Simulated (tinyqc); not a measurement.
Inside a calculation: dielectric confinement in a thin film (image charges). Values are carried at full precision from step to step, so a last printed digit may differ when a step is redone from the rounded ones.

A film |z| < t/2 of dielectric constant eps between half-spaces of dielectric constant e2; lam = (eps - e2)/(eps + e2), q = e^2/(4 pi eps0). The self-energy of a band edge is taken with the high-frequency value, e2 = eh, and the field of a fixed ion with the static one, e2 = eo. A charge at z has images lam^|n| at n t + (-1)^n z. Its self-energy is S(z) = (q/2 eps) sum over n >= 1 of lam^n [1/(n t - 2z) + 1/(n t + 2z)] for odd n and 2 lam^n/(n t) for even n; at the centre S(0) = -(q/(eps t)) ln(1 - lam).

Constants: e^2/(4 pi eps0) = 14.39964547 eV angstrom; hbar^2/2m0 = 3.80998211 eV angstrom^2; Ry = 13.60569312 eV.

Parameters, chosen for this exercise (near those of a Si (100) film, two-fold valleys, between layers of HfO2; shifted at random, so the results belong to these values and not to a real crystal): t = 18 angstrom (film thickness); eps = 11.7 (dielectric constant of the film); eh = 3.9 (high-frequency dielectric constant outside); mz = 0.883 m0 (mass across the film); eo = 22.5 (static dielectric constant outside); m = 0.195 m0 (mass in the plane).

## Images for a charge at the centre

Give lam, the first five terms (q/eps) lam^n/(n t), their sum and the closed form.

lam = 0.5000

terms (meV): 34.19  8.55  2.85  1.07  0.43

sum of five = 47.08 meV
S(0) = 47.39 meV

The surroundings screen less than the film, so the images repel and each band edge moves outwards: the gap changes by about 2 S = +95 meV. The static value 22.5 would give S(0) = -18.8 meV.

## Self-energy across the film

S at 2z/t = 0, 0.2, 0.4, 0.6, 0.8 and 0.9, summed to n = 399.

Self-energy:

| 2z/t | z (angstrom) | S (meV) |
|---|---|---|
| 0.0 | 0.0 | 47.39 |
| 0.2 | 1.8 | 48.83 |
| 0.4 | 3.6 | 53.96 |
| 0.6 | 5.4 | 66.75 |
| 0.8 | 7.2 | 108.40 |
| 0.9 | 8.1 | 193.44 |

Towards the wall S diverges as (q lam/4 eps)/(distance), an artefact of the abrupt interface that the vanishing envelope makes harmless.

## Shift of the subband edge

First order: <S> over the envelope (2/t) cos^2(pi z/t), beside the confinement energy c (pi/t)^2/mz, c = hbar^2/2m0.

<S> = 54.92 meV
confinement energy = 131.44 meV

|<S>| is 0.42 times the confinement energy; the first goes as 1/t and the second as 1/t^2, so they are equal at t = 43 angstrom.

## Binding of a donor

Donor at the centre, lam from the static eo, trial function cos(pi z/t) exp(-rho/l): E(l) = c/(m l^2) - (q/eps) times the integral over k of F(k t) (1 + (k l/2)^2)^(-3/2), with F(x) = F0 + 2 lam exp(-x) G/(1 - lam exp(-x)), F0 = 2[(1 - exp(-x/2))/x + x (1 + exp(-x/2))/(x^2 + 4 pi^2)], G = 2 sinh(x/2)[1/x - x/(x^2 + 4 pi^2)]; c = hbar^2/2m0. The binding energy is -E at the minimum, counted from the subband edge with its self-energy.

Minimise over l with and without images (lam = 0); Ry* = Ry m/eps^2.

Donor:

| case | l (angstrom) | binding (meV) | in Ry* |
|---|---|---|---|
| no images | 22.3 | 52.9 | 2.73 |
| with images | 25.7 | 28.8 | 1.49 |

Ry* = 19.38 meV

The images change the binding by -24.1 meV, against -2 (q/(eps t)) ln(1 - lam) = -37.5 meV for an orbit much smaller than t. At 300 K the binding is 1.1 kB T.

## Checks

- S(0) from the series against the closed form, meV: both 47.39.
- F(2.3) for lam = 0.5000 from a direct sum over images against the closed form: both 0.8445.

Program tinyqc; command `OMP_NUM_THREADS=1 python tinyqc.py 1281061 1281062 out.jsonl`; about 0.09 s on one thread of a shared Intel(R) Xeon(R) Processor @ 2.30GHz.
